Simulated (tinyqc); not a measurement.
Gaps across the alloy: virtual-crystal alloy A(1-x)B(x) in sp3s* tight binding.

sp3s* tight binding, nearest neighbours only: anion (a) at 0, cation (c) at a/4 (1,1,1), orbitals s, px, py, pz, s* on each; k in units of 2 pi/a. With phases e_j = exp(i (pi/2) k.n_j) for n = (1,1,1), (1,-1,-1), (-1,1,-1), (-1,-1,1): g0 = (e1+e2+e3+e4)/4, g1 = (e1+e2-e3-e4)/4, g2 = (e1-e2+e3-e4)/4, g3 = (e1-e2-e3+e4)/4. The diagonal holds the levels Esa, Epa, Exa (s*) and Esc, Epc, Exc. Anion-cation block: <sa|sc> = Vss g0; <sa|xc> = Vsapc g1; <xa|sc> = -Vscpa g1; <xa|xc> = Vxx g0; <xa|yc> = <ya|xc> = Vxy g3, <xa|zc> = <za|xc> = Vxy g2, <ya|zc> = <za|yc> = Vxy g1; <s*a|xc> = Vxapc g1; <xa|s*c> = -Vpaxc g1; y and z take g2 and g3 in place of g1; s-s* and s*-s* vanish.

Virtual crystal: a(x) = (1 - x) aA + x aB (Vegard); the six levels are averaged linearly; the seven couplings follow Harrison's rule, V(x) a(x)^2 = (1 - x) V_A aA^2 + x V_B aB^2. No spin-orbit coupling and no disorder. Gaps are measured from the top of the valence band at Gamma; the Delta value is the minimum on (kx,0,0) for kx from 0.5 to 1.

Inputs chosen for the exercise (A near a published set for Ge, B for Si; such sets place X and L only to about 0.5 eV; the results hold for these values, not for the real material):
```
symbol  value                                                                                           unit      meaning
aA      5.656                                                                                           angstrom  lattice constant of A
aB      5.426                                                                                           angstrom  of B
pA      (-5.885, 1.604, -5.885, 1.604, 6.383, 6.383, -6.788, 1.611, 4.915, 5.444, 5.444, 5.235, 5.235)  eV        order Esa, Epa, Esc, Epc, Exa, Exc, Vss, Vxx, Vxy, Vsapc, Vscpa, Vxapc, Vpaxc
pB      (-4.195, 1.721, -4.195, 1.721, 6.702, 6.702, -8.328, 1.714, 4.579, 5.741, 5.741, 5.357, 5.357)  eV        the same for B
```

Bowing b from E(x) = (1 - x) E(0) + x E(1) - b x (1 - x), taken at x = 0.5.

Gaps (eV):
```
x,a (angstrom),Gamma,Delta,L
0.000,5.6560,0.9100,0.7664,0.7448
0.125,5.6273,1.2991,0.8205,0.9543
0.250,5.5985,1.6917,0.8744,1.1675
0.375,5.5697,2.0880,0.9280,1.3843
0.500,5.5410,2.4879,0.9814,1.6046
0.625,5.5122,2.8915,1.0344,1.8282
0.750,5.4835,3.2991,1.0871,2.0549
0.875,5.4547,3.4010,1.1395,2.2845
1.000,5.4260,3.4280,1.1916,2.5167
```

bowing (eV): Gamma -1.275, Delta -0.009, L 0.105

The lowest valley changes from L to the Delta line near x = 0.02 (linear estimate between rows). The bowing is -1.275 (Gamma), -0.009 (Delta) and +0.105 eV (L); a positive value means that the gap sags below the straight line. At Gamma the lowest empty level is s-like at one end and p-like at the other, so that column has a kink and its b is no true bowing. The virtual crystal leaves out the part of the bowing that comes from disorder and bond relaxation, and this model places the Delta and L valleys only roughly, so crossings, or their absence, can differ from those of the real alloy.

Program tinyqc; command `OMP_NUM_THREADS=1 python tinyqc.py 1450083 1450084 out.jsonl`; about 0.05 s on one thread of a shared Intel(R) Xeon(R) Processor @ 2.30GHz.
